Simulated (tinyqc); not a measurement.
Ideality, resistance and saturation current from three points.

Question. Well above I0 a diode obeys V = n Vt ln(I/I0) + Rs I. Find n, Rs and I0.

Values chosen for this exercise:
```
symbol,value,unit,meaning
T,200,K,temperature
```

Constants: q = 1.602176634e-19 C, kB = 1.380649e-23 J/K, Vt = kB T/q. Results are converted to the units shown.

I (A): [0.00021, 0.0023, 0.024]
V (V): [1.0401120, 1.0936514, 1.2306126]

Solution. The equation is linear in a = n Vt, Rs and c = -a ln I0; three points give a 3 x 3 system.

n = 1.08
Rs = 4.30 ohm
I0 = 1.19e-28 A

Computed by the program tinyqc: `OMP_NUM_THREADS=1 python tinyqc.py 2640096 2640097 out.jsonl`, one thread of a shared Intel Xeon 2.30GHz, about 0.01 s for the whole run.
